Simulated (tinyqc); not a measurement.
# Thermal resistances of a two-die stack

Question. Heat leaves through the lower die only, and the system is linear. Find the resistance R1 from the lower die to the coolant, R2 between the dies, and the rise of the upper die when both are powered.

Parameters, values chosen for the exercise:
```
symbol  value  unit                 meaning
P1         11     W  power of the lower die
P2        3.6     W  power of the upper die
```

rises of the lower and upper die with only the lower one powered (K): [4.18, 4.18]
rises of the lower and upper die with only the upper one powered (K): [1.368, 1.8]

Solution. With only the lower die powered no heat crosses R2, so both dies rise by P1 R1; the difference in the second test is P2 R2; rises add.

R1 = 0.3800 K/W
R2 = 0.1200 K/W
rise of the upper die = 5.980 K

Program tinyqc, `OMP_NUM_THREADS=1 python tinyqc.py 2162145 2162146 out.jsonl`; Intel Xeon 2.30GHz, shared host, one thread, about 0.03 s.
